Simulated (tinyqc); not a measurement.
Electron mobility in a silicon inversion layer, empirical terms and Matthiessen rule: effect of the charge at the interface.

Inversion layer of sheet density Ns on a uniformly doped body. The mobility terms are empirical power laws with prefactors chosen for the exercise; adding their inverses (Matthiessen) is itself an approximation.

ni = sqrt(Nc Nv) exp(-Eg/(2 Vt)), Eg in volts; Ndep = sqrt(2 eps0 eps_r Nb (2 Vt ln(Nb/ni) + Vsb)/q); E = q (Ndep + eta Ns)/(eps0 eps_r), in MV/cm. With t = T/(300 K): muC = Ac (Ns/1e12 cm^-2) t/(Nb/1e17 cm^-3 + Nit/1e11 cm^-2), muP = Ap E^(-1/3) t^(-1.75), muS = As E^(-gs); 1/mu is the sum of the inverses.

Values chosen for this exercise; material values close to those of silicon:
```
symbol,value,unit,meaning
T,273,K,temperature
Eg,1.12,eV,band gap
eps_r,11.8,,relative permittivity of the semiconductor
Nc,2.45e19,cm^-3,conduction-band density of states at T
Nv,2.26e19,cm^-3,valence-band density of states at T
Nb,4.4e17,cm^-3,body doping
Vsb,1,V,reverse body bias
eta,0.5,,weight of the inversion charge in the effective field
Ap,463,cm^2/(V s),phonon-limited mobility at 1 MV/cm and 300 K
As,620,cm^2/(V s),roughness-limited mobility at 1 MV/cm
gs,2,,exponent of the roughness term
Ac,2500,cm^2/(V s),Coulomb prefactor
Ns,9.5e11,cm^-2,inversion density
```

Constants: q = 1.602176634e-19 C, kB = 1.380649e-23 J/K, Vt = kB T/q, eps0 = 8.8541878128e-14 F/cm where lengths are in cm. Results are converted to the units shown.

The same in every row: E (MV/cm) = 0.5835; muP (cm^2/(V s)) = 653.5; muS (cm^2/(V s)) = 1821.

Result of one run:
```
Nit (cm^-2),muC (cm^2/(V s)),mu (cm^2/(V s))
3.2e12,59.38,52.85
```

What becomes of these results when the charge at the interface Nit is changed from 3.2e12 to 1e11 cm^-2, all else the same?

Result of the changed run:
```
Nit (cm^-2),muC (cm^2/(V s)),mu (cm^2/(V s))
1e11,400.2,218.4
```

The whole series:
```
Nit (cm^-2),muC (cm^2/(V s)),mu (cm^2/(V s))
1e10,480.3,240.3
3.2e10,457.9,234.6
1e11,400.2,218.4
3.2e11,284.4,178.7
1e12,150.1,114.4
3.2e12,59.38,52.85
1e13,20.70,19.85
```

As Nit goes from 1e10 to 1e13 cm^-2, E stays at 0.584 MV/cm and mu falls from 240 to 19.8 cm^2/(V s). The Coulomb term is the smallest in the first and the last row.

Computed by the program tinyqc: `OMP_NUM_THREADS=1 python tinyqc.py 2510079 2510080 out.jsonl`, one thread of a shared Intel Xeon 2.30GHz, about 0.01 s for the whole run.
